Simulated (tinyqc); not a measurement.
Single-oscillator infrared dielectric function of a polar cubic crystal. Inputs raised by 2 %, one at a time. Computed by tinyqc, a small Python program. Command: `OMP_NUM_THREADS=1 python tinyqc.py 3011828 3011829 out.jsonl infrared sens`. One thread of a shared host (Intel(R) Xeon(R) Processor @ 2.30GHz), about 0.01 s of CPU time with the checks.

One ion pair, charges +Z* and -Z*, in a cell of volume Omega = a^3/4. Frequencies omega are given as wavenumbers (1/cm); eps_s is the static dielectric constant.

Inputs (values chosen for the exercise, modelled on magnesium oxide): lattice constant a = 4.21 angstrom; mass M_A = 24.305 u; mass M_B = 15.999 u; omega_TO = 406 1/cm; Born charge Z* = 1.9 e; eps_inf = 3.03; phonon damping gamma = 9.9 1/cm; probe frequency / omega_TO = 0.622; eps_m of the surrounding medium = 2.25.

Structure: rock salt. Free carriers: absent.

Constants: nu for 1 eV/(angstrom^2 u) = 15.6333042 THz; 1 THz = 33.35640952 1/cm; e^2/(4 pi eps_0) = 14.39964548 eV angstrom.

Method:
- mu = M_A M_B/(M_A + M_B); ionic plasma term W^2 = 4 pi Z*^2 (e^2/(4 pi eps_0))/(Omega mu) in eV/(angstrom^2 u), turned into 1/cm by W = 15.6333042 x 33.35640952 x sqrt(W^2); omega_LO^2 = omega_TO^2 + W^2/eps_inf; eps_s = eps_inf + W^2/omega_TO^2; Szigeti charge 3 Z*/(eps_inf + 2); longitudinal (Callen) charge Z*/eps_inf.
- eps(omega) = eps_inf + W^2/(omega_TO^2 - omega^2 - i gamma omega); n + i k = sqrt(eps) with k >= 0; R = |(n + i k - 1)/(n + i k + 1)|^2 at normal incidence from vacuum.
- omega is the probe ratio times omega_TO. Intensity decays over 1/(4 pi omega k); the loss function is Im(-1/eps).
- Without damping, eps(omega) = -x eps_m gives omega^2 = omega_TO^2 (eps_s + x eps_m)/(eps_inf + x eps_m): x = 1 for a flat surface at large wave vector, x = 2 for the dipole mode of a small sphere. The reflectivity R for light from vacuum (not from the medium eps_m) vanishes where eps = 1, omega^2 = omega_TO^2 (eps_s - 1)/(eps_inf - 1).

Runs:
```
input moved                        from       to   eps_s  surface mode (1/cm)  sphere mode (1/cm)  reflectivity R
base run                              -        -  9.0176               593.09              543.97         0.31698
mass M_A (u)                     24.305  24.7911  8.9710               591.87              543.04         0.31584
mass M_B (u)                     15.999   16.319  8.9468               591.23              542.55         0.31524
omega_TO (1/cm)                     406   414.12  8.7851               598.68              550.06         0.31120
Born charge Z* (e)                  1.9    1.938  9.2595               599.43              548.82         0.32282
eps_inf                            3.03   3.0906  9.0782               591.30              543.01         0.31789
phonon damping gamma (1/cm)         9.9   10.098  9.0176               593.09              543.97         0.31698
eps_m of the surrounding medium    2.25    2.295  9.0176               591.76              542.55         0.31698
```

Exponents ln(y'/y) / ln(x'/x):
```
input                             eps_s  surface mode  sphere mode  reflectivity R
mass M_A                         -0.262        -0.105       -0.087          -0.183
mass M_B                         -0.398        -0.159       -0.133          -0.278
omega_TO                         -1.319         0.474        0.562          -0.929
Born charge Z*                    1.337         0.536        0.448           0.922
eps_inf                           0.338        -0.153       -0.089           0.145
phonon damping gamma              0.000         0.000        0.000           0.000
eps_m of the surrounding medium   0.000        -0.114       -0.132           0.000
```

To which inputs is each result most sensitive?

Among the inputs moved here: eps_s answers most in size to Born charge Z* (exponent +1.337), and about equally to omega_TO (-1.319); its exponent is below 0.0005 for phonon damping gamma, eps_m of the surrounding medium. Surface mode answers most in size to Born charge Z* (exponent +0.536), next to omega_TO (+0.474); its exponent is below 0.0005 for phonon damping gamma. Sphere mode answers most in size to omega_TO (exponent +0.562), next to Born charge Z* (+0.448); its exponent is below 0.0005 for phonon damping gamma. Reflectivity R answers most in size to omega_TO (exponent -0.929), and about equally to Born charge Z* (+0.922); its exponent is below 0.0005 for phonon damping gamma, eps_m of the surrounding medium.
